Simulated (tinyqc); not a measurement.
Tamm state at the end of a one-band chain: one step. Levels of the finite chain.

H (eV), lower triangle:
```
          1         2         3         4         5         6         7  8
1  -2.69000
2  -1.57000         0
3         0  -1.57000         0
4         0         0  -1.57000         0
5         0         0         0  -1.57000         0
6         0         0         0         0  -1.57000         0
7         0         0         0         0         0  -1.57000         0
8         0         0         0         0         0         0  -1.57000  0
```

Problem. Diagonalise; give the weight of each level on site 1.

Give: levels; weights on site 1.

Solution.

levels (eV): -3.6061  -2.8213  -2.0416  -0.9824  0.2007  1.3449  2.2946  2.9213

weights on site 1: 0.6604  0.0610  0.0852  0.0772  0.0580  0.0363  0.0173  0.0045

The split-off level differs from the half-infinite value by +0.212 meV, the pull of the far end.

Run: tinyqc, `OMP_NUM_THREADS=1 python tinyqc.py 1450279 1450280 out.jsonl`; Intel(R) Xeon(R) Processor @ 2.30GHz, one thread, shared host; about 0.01 s of CPU time with all checks.
